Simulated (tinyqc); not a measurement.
From results back to parameters: Shockley state of an s-p chain by decimation.

Problem. For the s-p chain the s level is -d/2 - 2 ts cos k and the p level d/2 + 2 tp cos k at k = 0 and pi, and at k = pi/2 the bands lie sqrt(d^2 + 16 u^2) apart. The values below come from hidden parameters.

s level (eV): k = 0 -4.090, k = pi 1.390
p level (eV): k = 0 4.190, k = pi -1.490
splitting at pi/2 = 4.82597 eV

Find: d, ts, tp, |u|; order at k = pi.

Solution. Means give -d/2 and d/2, widths 4 ts and 4 tp; u follows from the splitting. The order is inverted where s lies above p at pi.

d, ts, tp, |u| (eV): 2.70  1.37  1.42  1.00

order at k = pi: inverted

Program tinyqc; command `OMP_NUM_THREADS=1 python tinyqc.py 1450752 1450753 out.jsonl`; about 0.3 s on one thread of a shared Intel(R) Xeon(R) Processor @ 2.30GHz.
